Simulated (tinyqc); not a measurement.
Free and nearly free electrons in a metal: one step. Thermal quantities. Three cases, with inputs chosen for the exercise.

Question. gamma = (pi^2/3) kB^2 D(EF) per atom, times 96485.33 x 1e3 for mJ/(mol K^2); mu(T) = EF (1 - (pi kB T/EF)^2/12); Wiedemann-Franz kappa = L0 T/rho with L0 = (pi^2/3) (kB/e)^2, kB/e in V/K.

Constants: kB = 8.617333262e-05 eV/K.

Give: gamma; mu - EF; kappa.

Case 1.

Values chosen (out of a larger set: near those of Ca; not measured data): rho = 3.89 micro-ohm cm (bulk resistivity); T = 300 K.

D(EF) per atom = 0.710019 1/eV
EF = 4.22524 eV

Answer.

gamma = 1.674 mJ/(mol K^2)
mu - EF = -0.1301 meV
kappa = 188 W/(m K)

Case 2.

Values chosen (out of a larger set: near those of Ag, whose d bands this model ignores; not measured data): rho = 1.78 micro-ohm cm (bulk resistivity); T = 300 K.

D(EF) per atom = 0.272282 1/eV
EF = 5.50899 eV

Answer.

gamma = 0.642 mJ/(mol K^2)
mu - EF = -0.0998 meV
kappa = 412 W/(m K)

Case 3.

Values chosen (out of a larger set: near those of Co, whose d bands this model ignores; not measured data): rho = 6.93 micro-ohm cm (bulk resistivity); T = 320 K.

D(EF) per atom = 0.256150 1/eV
EF = 11.71189 eV

Answer.

gamma = 0.604 mJ/(mol K^2)
mu - EF = -0.0534 meV
kappa = 113 W/(m K)

The d states at EF, left out, make the measured gamma larger, several times so for Co.

Computed by tinyqc, one run a case: `OMP_NUM_THREADS=1 python tinyqc.py N N+1 out.jsonl` with N = 1652379, 1680213, 1680319; one thread of a shared Intel(R) Xeon(R) Processor @ 2.30GHz, about 0.01 s a run at most.
